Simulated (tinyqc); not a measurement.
# Formation energy of a charged point defect from supercell energies, step by step

A worked calculation. Computed by tinyqc, a small Python program that keeps every step. Command: `OMP_NUM_THREADS=1 python tinyqc.py 3006517 3006518 out.jsonl formation walk`. One thread of a shared host (Intel(R) Xeon(R) Processor @ 2.30GHz), about 0.01 s of CPU time with the checks. Intermediate numbers are printed to about 5 digits and carried at full precision; extremes and crossings named in words are read from the listed rows.

The host is a compound AB. Making the defect adds n_A = 1, n_B = -1 atoms to the cell. All total energies are inputs. E_F is counted from the valence-band maximum (VBM); x = 0 is A-rich and x = 1 B-rich growth.

Inputs (values chosen for the exercise, for a model compound AB): gap E_g = 2.21 eV; E_VBM of the host cell = 2.326 eV; potential alignment dV = 0.01 eV; dielectric constant eps = 9.05; cell length L = 20.2 angstrom; mu_A of the pure element = -4.26 eV; mu_B of the pure element = -6.719 eV; formation enthalpy dH of AB = -1.22 eV; growth condition x = 0.54; Fermi level E_F = 1.8 eV; temperature T = 1400 K; site density N_s = 3.8e+22 cm^-3.

Defect: A on a B site. Supercell lattice: sc.

charge states q: [1, 0, -1, -2]

E(defect, q) - E(host), in the order of q (eV): [2.554, 6.132, 9.213, 12.568]

Constants: e^2/(4 pi eps_0) = 14.39964548 eV angstrom; k_B = 8.617333262e-05 eV/K.

## Chemical potentials

dmu_A = x dH and dmu_B = (1 - x) dH, so that dmu_A + dmu_B = dH; mu = mu(element) + dmu. The reservoir term is sum n_i mu_i.

dmu_A = -0.6588 eV

dmu_B = -0.5612 eV

sum n_i mu_i = 2.3614 eV

## Image-charge corrections

Image-charge correction of a point charge in a neutralising background: E_corr = q^2 alpha e^2/(4 pi eps_0) / (2 eps L), alpha = 2.837297 for a sc array with L the cube root of the volume.

E_corr (eV): (q=+1) 0.11174, (q=0) 0.00000, (q=-1) 0.11174, (q=-2) 0.44698

## Formation energies at E_F = 0

E_f(q, E_F) = [E(defect, q) - E(host)] - sum n_i mu_i + q (E_VBM + dV + E_F) + E_corr(q).

E_f(q, 0) (eV): (q=+1) 2.6403, (q=0) 3.7706, (q=-1) 4.6273, (q=-2) 5.9816

## Transition levels and the lower envelope

eps(q/q') = [E_f(q', 0) - E_f(q, 0)]/(q - q'). U of state q is eps(q/q-1) - eps(q+1/q). The stable state at each E_F is the lowest line E_f(q, 0) + q E_F.

One-electron levels above the VBM (eV):
```
level    energy  U of the state between this level and the next
(+1/0)   1.1303                                        -0.27351
(0/-1)   0.8567                                         0.49749
(-1/-2)  1.3542                                               -
```

Stable states:
```
q   from E_F (eV)  to E_F (eV)
+1         0.0000       0.9935
-1         0.9935       1.3542
-2         1.3542       2.2100
```

Stable in the gap, from the VBM up: +1, -1, -2. State 0 is never the lowest: its U is negative, so two such centres gain by exchanging an electron.

## The first and the last level

eps(q/q-1) = E_f(q - 1, 0) - E_f(q, 0).

level (+1/0) = 1.1303 eV

level (-1/-2) = 1.3542 eV

Caution: the one-electron levels are out of order (negative U): at least one middle charge state is skipped, and the transition past it moves two or more electrons at once.

## Concentrations at the given E_F and T

E_f(q, E_F) = E_f(q, 0) + q E_F. c_q = N_s exp(-E_f(q, E_F)/k_B T), with all degeneracy factors one and no vibrational entropy.

Charge states:
```
q   E_f (eV)  c_q (cm^-3)       share
+1    4.4403   3.9377e+06  3.7853e-08
0     3.7706   1.0144e+09  9.7517e-06
-1    2.8273   2.5223e+12  2.4246e-02
-2    2.3816   1.0150e+14  9.7574e-01
```

lowest formation energy = 2.3816 eV

total concentration = 1.0403e+14 cm^-3

mean charge = -1.9757 e

State -2 holds 97.6 % of the defects.

## Fermi level and growth conditions

Each entry is the lowest E_f over q.

Lowest formation energy (eV):
```
E_F (eV)  stable q  A-rich, x = 0  x = 0.5  B-rich, x = 1
0.000           +1         1.3227   2.5427         3.7627
0.276           +1         1.5987   2.8187         4.0387
0.552           +1         1.8747   3.0947         4.3147
0.829           +1         2.1517   3.3717         4.5917
1.105           -1         2.2047   3.4247         4.6447
1.381           -2         1.9020   3.1220         4.3420
1.658           -2         1.3480   2.5680         3.7880
1.934           -2         0.7960   2.0160         3.2360
2.210           -2         0.2440   1.4640         2.6840
```

Going from A-rich to B-rich growth shifts every line by +2.440 eV and moves no transition level. The slope of the envelope is the stable charge, so E_f is highest at E_F = 1.10 eV of those listed, and it falls on both sides: the defect is amphoteric and compensates either doping.

## What the corrections do to the levels

Levels eps(q/q-1) with the terms q dV and E_corr left out or kept.

Levels above the VBM (eV):
```
level      raw  with alignment  with image charge  with both
(+1/0)   1.252           1.242             1.1403     1.1303
(0/-1)   0.755           0.745             0.8667     0.8567
(-1/-2)  1.029           1.019             1.3642     1.3542
```

Alignment moves every level by -dV = -0.010 eV. The image term moves eps(q/q-1) by (1 - 2q) E_corr(1): (+1/0) by -0.112, (0/-1) by +0.112, (-1/-2) by +0.335 eV, donor levels down and acceptor levels up. It adds 2 E_corr(1) = 0.223 eV to every U.

Checks made by the program: envelope against a direct minimum on a grid (relative difference below 1e-10).
